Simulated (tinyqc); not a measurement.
# Composition from the perpendicular lattice constant

Question. The layer is x parts of the first compound and 1 - x of the second, grown coherently on the third as substrate and barrier. Rows of the table: lattice constant a, average valence level Ea on an absolute scale, spin-orbit splitting so, gaps at Gamma, X and L, hydrostatic deformation potentials av and ac (Gamma), shear potential b, elastic constants, electron and heavy-hole (along z) masses. All are interpolated linearly in x; gaps get -C x (1 - x), taken wholly in the conduction band; real line-ups can differ from this model by 0.1 eV or more. In-plane strain e = (a_substrate - a)/a, e_z = -2 (c12/c11) e, volume change 2 e + e_z. X-ray diffraction gives a_z = a (1 + e_z) of the coherent layer. Find x, e and the relaxed Gamma gap.

Parameters, values chosen for the exercise:
```
symbol,value,unit,meaning
CG,0.7,eV,bowing of the Gamma gap
CX,0,eV,bowing of the X gap
CL,0,eV,bowing of the L gap
```

Binary compounds, values chosen for the exercise:
```
              close to InAs  close to AlAs  close to InP
a (angstrom)          6.058          5.661         5.869
Ea (eV)               -6.67          -7.49         -7.04
so (eV)                0.38          0.281         0.109
EG (eV)               0.351           2.98          1.33
EX (eV)                1.38           2.19          2.21
EL (eV)                1.07           2.34          1.92
av (eV)               0.993           2.45          1.27
ac (eV)               -5.12          -5.65         -5.02
b (eV)                -1.82          -1.48          -1.7
c11 (GPa)              83.1            123           101
c12 (GPa)              44.8             54          56.6
me (m0)              0.0229          0.151        0.0792
mh (m0)               0.334          0.475         0.527
```

lattice constant along the growth direction = 5.78879850 angstrom

Solution. a_z changes steadily with x, about (1 + 2 c12/c11) times as fast as the relaxed lattice constant, so one composition matches.

x = 0.4200
e = 0.7080 %
relaxed Gamma gap = 1.705 eV

tinyqc, about 0.01 s, one thread, Intel Xeon 2.30GHz (shared host): `OMP_NUM_THREADS=1 python tinyqc.py 2690146 2690147 out.jsonl`
